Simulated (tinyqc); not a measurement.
Yield over energy: physical sputtering: collision-cascade yield, angular dependence, faceting and resputtering in deposition. Computed by tinyqc, a small Python program. Command: `OMP_NUM_THREADS=1 python tinyqc.py 3007411 3007412 out.jsonl sputter walk`. One thread of a shared host (Intel(R) Xeon(R) Processor @ 2.30GHz), about 0.01 s of CPU time with the checks.

Ions start collision cascades; atoms that reach the surface with more than U leave. The target is amorphous or fine-grained.

Inputs (values chosen for the exercise, modelled on argon ions on tantalum): ion Z1 = 18; ion mass M1 = 39.95 u; target Z2 = 73; target mass M2 = 180.9 u; surface binding energy U = 8.1 eV; target density N = 55.5 1/nm^3; fit factor Q = 0.57; ion energy E = 990 eV; current density J = 0.26 mA/cm^2.

Constants: e = 1.602176634e-19 C.

Method. gamma = 4 M1 M2/(M1 + M2)^2; threshold E_th = 6.7 U/gamma for M1 >= M2, else U (1 + 5.7 M1/M2)/gamma. eps = 0.03255 M2 E/(Z1 Z2 (M1 + M2) z), z = (Z1^(2/3) + Z2^(2/3))^(1/2), E in eV; s_n = 3.441 sqrt(eps) ln(eps + 2.718)/(1 + 6.355 sqrt(eps) + eps (6.882 sqrt(eps) - 1.708)); S_n = 84.78 Z1 Z2 M1 s_n/((M1 + M2) z) in eV angstrom^2; alpha = 0.249 (M2/M1)^0.56 + 0.0035 (M2/M1)^1.5 for M1 <= M2, else 0.0875 (M2/M1)^(-0.15) + 0.165 M2/M1; Y0 = 0.042 Q alpha S_n/U [1 - sqrt(E_th/E)]^2.5 (the electronic-loss factor of the full formula is dropped). Erosion rate = Y0 J/(e N); 1 cm^2 = 1e14 nm^2.

threshold E_th = 30.8703 eV

Normal incidence:
```
E (eV)         eps  S_n (eV angstrom^2)          Y0  Y0 per keV
50      2.0566e-04                184.8  7.1233e-03     0.14247
100     4.1132e-04                252.7  6.0352e-02     0.60352
200     8.2264e-04                341.4  1.7791e-01     0.88954
300     1.2340e-03                404.4  2.7895e-01     0.92984
500     2.0566e-03                496.3  4.4083e-01     0.88166
1000    4.1132e-03                643.7  7.2049e-01     0.72049
2000    8.2264e-03                815.7  1.0622e+00     0.53110
5000    2.0566e-02               1070.8  1.5833e+00     0.31665
10000   4.1132e-02               1271.2  1.9992e+00     0.19992
30000   1.2340e-01               1553.2  2.5973e+00     0.08658
100000  4.1132e-01               1661.8  2.8843e+00     0.02884
```

What follows from these numbers?

The yield per keV peaks at 300 eV among these rows, 10 times the threshold, the most economical range for removing atoms. Y0 varies as E^3.08 between the first rows and as E^0.09 at the end, where nuclear stopping is flattening. Caution: the electronic-loss factor, dropped here, would lower the yields at the highest energies slightly.

Extremes, crossings and ranges named in words are read from the listed rows.
